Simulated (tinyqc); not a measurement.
## p-type polysilicon, carrier trapping at grain boundaries: effect of the temperature

One-dimensional grains of size Lg, uniform ionised doping N, monovalent traps Qt at each boundary at a depth Et below (for electrons) or above (for holes) the band edge there, abrupt depletion of width W on each side of a boundary, Boltzmann statistics. xi is the distance from the band edge at the grain centre to the Fermi level. Trapped charge Qt/(1 + exp((xi + VB - Et)/Vt)) = 2 N W, barrier VB = q N W^2/(2 eps0 eps_r).

NB is given at 400 K and scales as (T/400 K)^1.5. If the trap equation with xi = Vt ln(NB/N) has a root W < Lg/2, the grain is partly depleted; otherwise W = Lg/2 and the trap equation gives xi = Et - VB + Vt ln(Qt/(N Lg) - 1). N* = Qt/Lg. n0 = NB exp(-xi/Vt); mean density n0 (1 - 2 W/Lg) by charge balance in a partly depleted grain, and n0 (sqrt(pi)/2) erf(u)/u with u = sqrt(VB/Vt) in a fully depleted one; v = sqrt(kB T/(2 pi ms m0)); barrier resistivity Vt exp(VB/Vt)/(q fe n0 v Lg); grain resistivity (1 - 2 W/Lg)/(q n0 mug); effective mobility 1/(q mean density total resistivity). Rows with xi above 0.45 V, towards mid-gap, are left out, since the other carrier type is ignored.

Values chosen for this exercise; values of the order met in polycrystalline silicon:

| symbol | value | unit | meaning |
|---|---|---|---|
| eps_r | 11.7 |  | relative permittivity |
| NB | 4.08e19 | cm^-3 | valence-band density of states at the reference temperature |
| Lg | 21 | nm | grain size |
| Qt | 4.7e12 | cm^-2 | trap density of a grain boundary |
| Et | 0.34 | eV | depth of the trap level from the majority band edge at the boundary |
| ms | 0.56 | m0 | mass for thermionic emission |
| fe | 0.5 |  | correction factor of the emission rate |
| mug | 200 | cm^2/(V s) | mobility inside the grains |
| N | 5.6e18 | cm^-3 | doping |

Constants: q = 1.602176634e-19 C, kB = 1.380649e-23 J/K, m0 = 9.1093837015e-31 kg, Vt = kB T/q, eps0 = 8.8541878128e-14 F/cm where lengths are in cm. Results are converted to the units shown.

The same in every row: N/N* = 2.5021.

Effect of the temperature:
```
T (K)	depleted share 2 W/Lg	VB (V)	xi (V)	mean density (cm^-3)	resistivity (ohm cm)	effective mobility (cm^2/(V s))
200	0.39966	0.076259	0.016307	3.3619e18	0.52375	3.5447
240	0.39966	0.076258	0.025225	3.3619e18	0.27601	6.7264
280	0.39963	0.076248	0.035008	3.3621e18	0.17719	10.477
320	0.39951	0.076204	0.045533	3.3627e18	0.12834	14.462
360	0.39916	0.076068	0.056705	3.3647e18	0.10045	18.467
400	0.39830	0.075742	0.068453	3.3695e18	0.082696	22.400
440	0.39658	0.075088	0.080719	3.3792e18	0.070346	26.257
```

Read the table: what changes, and by how much?

As T goes from 200 to 440, VB falls from 0.0763 to 0.0751 V, the resistivity falls from 0.524 to 0.0703 ohm cm and the effective mobility rises from 3.54 to 26.3 cm^2/(V s). The activation energy kB ln(rho1/rho2)/(1/T1 - 1/T2) is 0.0662 eV between the first two rows and 0.0613 eV between the last two; mug is held fixed. In every row xi is under 2.5 Vt, where Boltzmann statistics begin to fail.

tinyqc, about 0.01 s, one thread, Intel Xeon 2.30GHz (shared host): `OMP_NUM_THREADS=1 python tinyqc.py 2830254 2830255 out.jsonl`
